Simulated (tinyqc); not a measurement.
Global model of a low-pressure process discharge: electron temperature, density, ion flux and ion energy: one step, computed by the program tinyqc.

Maxwellian electrons with temperature T_e in eV, one positive ion, no negative ions, uniform bulk density n; rate constants have the Arrhenius form.

Task: Biased electrode. All bias power goes to ions: V_b = P_b/(J pi r^2). Debye length at the sheath edge lambda_D = sqrt(eps_0 T_e/(e h_L n)); Child-law sheath s = (sqrt2/3) lambda_D (2 V/T_e)^(3/4), V = V_b + V_s; ion transit time tau_i = 3 s sqrt(M/(2 e V)); collisions in the sheath s/lambda_i.

Inputs (values chosen for the exercise, of the order of those of an inductive discharge in a simple atomic gas): ion mass M = 40 u; gas temperature T_g = 500 K; bias power P_b = 190 W; radius of the biased electrode = 10 cm; bias frequency = 60 MHz.

ion current density J = 6.956379 mA/cm^2

T_e = 3.226094 eV

h_L = 0.3155099

plasma density n = 4.933108e+11 1/cm^3

wall potential V_s = 15.09680 V

ion mean free path = 1.094884 cm

Constants: eps_0 = 8.8541878128e-12 F/m; e = 1.602176634e-19 C; u = 1.6605390666e-27 kg.

Give: bias voltage V_b; lambda_D; sheath width s; ion transit time; transit time over bias period; s/lambda_i.

Result:

bias voltage V_b = 86.94 V

lambda_D = 33.84 micrometre

sheath width s = 0.3579 mm

ion transit time = 48.39 ns

transit time over bias period = 2.903

s/lambda_i = 0.03269

The sheath is nearly free of collisions.
